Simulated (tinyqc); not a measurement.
Two-diode model of a solar cell: one step of the calculation.

J is the current delivered and Vj = V + J Rs the junction voltage. J = X JL - J01 (exp(Vj/(n1 Vt)) - 1) - J02 (exp(Vj/(2 Vt)) - 1) - Vj/Rp. The photocurrent does not depend on voltage.

Task. Figures of merit. Jsc at V = 0, Voc at J = 0, the maximum power point where J (1 + 2 Rs G) = G Vj with G = -dJ/dVj; FF = Vmp Jmp/(Voc Jsc); efficiency Vmp Jmp/(X Pin). Empirical fill factor without parasitics FF0 = (v - ln(v + 0.72))/(v + 1), v = Voc/(n1 Vt).

Values chosen for this exercise; values of the order met in cells of gallium arsenide:
- T = 273 K (temperature)
- JL = 28 mA/cm^2 (photocurrent at one sun)
- X = 1 suns (concentration)
- J01 = 6.6e-23 A/cm^2 (saturation current of the first diode)
- n1 = 1 (ideality factor of the first diode)
- Rs = 0 ohm cm^2 (series resistance)
- Rp = 20000 ohm cm^2 (shunt resistance)
- Pin = 100 mW/cm^2 (incident power at one sun)
- J02 = 3.2e-13 A/cm^2 (saturation current of the second diode (ideality 2))

Constants: q = 1.602176634e-19 C, kB = 1.380649e-23 J/K, Vt = kB T/q. Results are converted to the units shown.

Find: Jsc; Voc; Vmp; Jmp; FF; efficiency; FF0.

Result.

Jsc = 28.00 mA/cm^2
Voc = 1.112 V
Vmp = 1.010 V
Jmp = 26.99 mA/cm^2
FF = 0.8755
efficiency = 27.25 %
FF0 = 0.8991

FF is 2.6 % below FF0. Removing one loss at a time changes the efficiency by: second diode +0.83, shunt +0.05 points.

Numbers from tinyqc (`OMP_NUM_THREADS=1 python tinyqc.py 2280031 2280032 out.jsonl`; about 0.01 s on one thread of a shared Intel Xeon 2.30GHz).
